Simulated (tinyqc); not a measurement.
Adsorption as a lattice gas: isotherms with interactions, competition, desorption peaks and saturation dose: one step, computed by the program tinyqc. Command: `OMP_NUM_THREADS=1 python tinyqc.py 3016923 3016924 out.jsonl adsorb walk`. One thread of a shared host (Intel(R) Xeon(R) Processor @ 2.30GHz), about 0.2 s of CPU time with the checks.

One adsorbate per site; a molecule needs 1 empty site. Gas and surface have the same temperature.

Task: Flux and the Langmuir coverage. Flux F = p/sqrt(2 pi M k_B T); k_d = nu exp(-E/(k_B T)); s0 F (1 - theta) = N_s k_d theta, so y = s0 F/(N_s k_d), theta = y/(1 + y). With a second gas on the same sites theta = y/(1 + y + K_B p_B).

Inputs (values chosen for the exercise, for a model surface):

| quantity | value | unit |
|---|---|---|
| desorption energy E | 1.1 | eV |
| prefactor nu | 1.8e+14 | 1/s |
| site density N_s | 3.9 | 1/nm^2 |
| molecular mass M | 102 | u |
| sticking coefficient s0 | 0.0073 | - |
| temperature T | 404 | K |
| pressure p | 0.024 | Pa |
| blocking by a second gas, K_B p_B | 10 | - |

Adsorption: molecular (first order).

Constants: u = 1.6605390666e-27 kg; k_B = 1.380649e-23 J/K; k_B = 8.617333262e-05 eV/K.

Give: flux F; k_d; y; Langmuir coverage; coverage with the second gas.

Result:

flux F = 311.50 1/(nm^2 s)

k_d = 3.4127 1/s

y = 0.17085

Langmuir coverage = 0.14592

coverage with the second gas = 0.015294
